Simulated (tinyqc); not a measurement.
Electron mobility of a polar semiconductor by Rode's iterative solution of the Boltzmann equation: one step, computed by the program tinyqc. Command: `OMP_NUM_THREADS=1 python tinyqc.py 3008497 3008498 out.jsonl rode walk`. One thread of a shared host (Intel(R) Xeon(R) Processor @ 2.30GHz), about 0.01 s of CPU time with the checks.

The distribution is f(E) + e F l(E) (-df/dE) cos(theta) for a weak field F, theta counted from the force; l(E) is a mean free path. Elastic processes enter by their momentum rate, polar optical phonons by out- and in-scattering terms. One valley only: where upper valleys lie close, measured mobilities are lower. The density n is prescribed, even where a narrow-gap material would have more intrinsic carriers.

Problem. The first two iterations on one ladder of the grid. Iteration: l_new(E) = [v(E) + c+ l(E + hbar w) + c- l(E - hbar w)]/(nu + S_o), from l = 0.

Inputs (values chosen for the exercise, for a model polar semiconductor): temperature T = 150 K.

Band: parabolic. Elastic processes: acoustic, impurity.

Points j = s/2, s/2 + s, ... (the first seven rungs, or as many as the grid holds), rates in 1e12/s:
```
E (meV)   v (m/s)         nu       S_o         c+        c-
29.59    307611.0  0.2831356   0.35258  0.1441372  0.000000
83.39    516400.1  0.4348497  13.80402  0.1765314  5.512542
137.19   662354.6  0.5525284  16.29476  0.1823438  8.837256
190.99   781510.2  0.6500935  16.47270  0.1822145  9.923101
```

Give: l after iteration 1; l after iteration 2 (all rungs but the last shown).

Solution.

l after iteration 1 (nm): 483.9  36.3  39.3  45.6

l after iteration 2 (all rungs but the last shown) (nm): 492.1  224.1  58.8

In-scattering lengthens l on the lowest rung by 1.7 % and on the second by 517.9 % in this step.
